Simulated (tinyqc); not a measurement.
Four-point probe, van der Pauw, Hall and spreading-resistance readings of a semiconductor layer: one step, computed by the program tinyqc.

The layer is uniform and ohmic; contacts are points unless a radius is given.

Problem. Hall reading. V_H = r_H I B/(e n t); apparent density n/r_H; Hall mobility r_H mu; Hall angle tan = r_H mu B (SI).

Inputs (values chosen for the exercise, modelled on p-type silicon):

| quantity | value | unit |
|---|---|---|
| carrier density n | 3.7e+14 | 1/cm^3 |
| drift mobility mu | 416 | cm^2/(V s) |
| layer thickness t | 98 | micrometre |
| current I | 0.03 | mA |
| magnetic field B | 1.2 | T |
| Hall factor r_H | 0.78 | - |

Backing of the layer: insulating.

Constants: e = 1.602176634e-19 C.

Give: Hall voltage; apparent density; Hall mobility; tangent of the Hall angle.

Solution.

Hall voltage = 4.8335 mV

apparent density = 4.7436e+14 1/cm^3

Hall mobility = 324.48 cm^2/(V s)

tangent of the Hall angle = 0.038938
